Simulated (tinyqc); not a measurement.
Gate sweep: gated graphene: carriers, quantum capacitance and optical conductivity.

Cones E = +/- hv |k|, four flavours, D(E) = 2|E|/(pi hv^2). n = (2/pi)(kT/hv)^2 F_1(mu/kT), p = (2/pi)(kT/hv)^2 F_1(-mu/kT), in 1/angstrom^2 (1e16 for 1/cm^2); F_1(eta) = integral_0^infinity x dx/(1 + exp(x - eta)). Cq/e^2 = d(n - p)/d mu = (2 kT/(pi hv^2)) ln(2 + 2 cosh(mu/kT)).

Gate: V = mu/e + e (n - p)/Cox with Cox/e^2 = k/(4 pi e2 t), t in angstrom, e2 = e^2/(4 pi eps0); 1/(eV angstrom^2) in C/e^2 equals 1602.176634 microfarad/cm^2; total 1/C = 1/Cox + 1/Cq.

Constants: kB = 8.617333262e-05 eV/K; e^2/(4 pi eps0) = 14.39964547 eV angstrom.

Inputs chosen for the exercise (Fermi velocity near that of graphene, gate dielectric near SiO2; not measured data): hv = 6.07 eV angstrom (hbar vF); T = 77 K; k = 3.74 (dielectric constant of the gate layer); t = 285 nm (its thickness).

Results:
```
V (V)    mu (eV)  n - p (1/cm^2)  n + p (1/cm^2)  Cq (microfarad/cm^2)  C/Cox  Cox V/e (1/cm^2)
0         0.0000               0        1.25e+10                 0.255  0.956                 0
3.4       0.0516        2.43e+11        2.43e+11                  1.43  0.992          2.47e+11
9.1       0.0861        6.54e+11        6.54e+11                  2.38  0.995          6.60e+11
23        0.1380        1.66e+12        1.66e+12                  3.82  0.997          1.67e+12
46        0.1957        3.32e+12        3.32e+12                  5.42  0.998          3.34e+12
80        0.2584        5.78e+12        5.78e+12                  7.15  0.998          5.80e+12
1.1e+02   0.3032        7.96e+12        7.96e+12                  8.39  0.999          7.98e+12
1.7e+02   0.3772        1.23e+13        1.23e+13                  10.4  0.999          1.23e+13
2.5e+02   0.4575        1.81e+13        1.81e+13                  12.7  0.999          1.81e+13
```

What does the comparison show?

At neutrality n + p = 1.25e+10 1/cm^2 of thermal carriers remain and C/Cox = 0.956; at the last row C/Cox = 0.999 and the plain capacitor rule overstates n - p by 0.2 %. Between the last two rows mu goes as V^0.50; for |mu| well above kT the limits are 1/2 where Cox is small against Cq and 1 where it is large.

Computed by tinyqc, a small Python program: `OMP_NUM_THREADS=1 python tinyqc.py 1651603 1651604 out.jsonl` (the numbers bound the seed that draws the inputs); one thread of a shared host (Intel(R) Xeon(R) Processor @ 2.30GHz), about 0.01 s for the whole set of steps.
